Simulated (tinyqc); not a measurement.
Doping and barrier from two capacitances.

Problem. A Schottky diode on a uniformly doped n-type layer obeys (A/C)^2 = 2 (Vbi - V - Vt)/(q eps0 eps_r Nd) in reverse bias, with phiB = Vbi + Vt ln(Nc/Nd) and image force ignored. Find Nd, Vbi and phiB.

Values chosen for this exercise; band and dielectric values close to those of cadmium telluride: temperature T = 400 K; relative permittivity eps_r = 10.4; conduction-band density of states at T Nc = 1.22e18 cm^-3; diode area A = 0.0036 cm^2.

Constants: q = 1.602176634e-19 C, kB = 1.380649e-23 J/K, Vt = kB T/q, eps0 = 8.8541878128e-14 F/cm where lengths are in cm. Results are converted to the units shown.

C at V = -0.3 and -2.8 V (pF): 203.51930  107.57983

Solution. The slope of (A/C)^2 against -V gives Nd, the intercept Vbi - Vt, and the Fermi-level depth Vt ln(Nc/Nd) is added for the barrier.

Nd = 4.20e16 cm^-3
Vbi = 0.704 V
phiB = 0.820 eV

Program tinyqc, `OMP_NUM_THREADS=1 python tinyqc.py 2020007 2020008 out.jsonl`; Intel Xeon 2.30GHz, shared host, one thread, about 0.05 s.
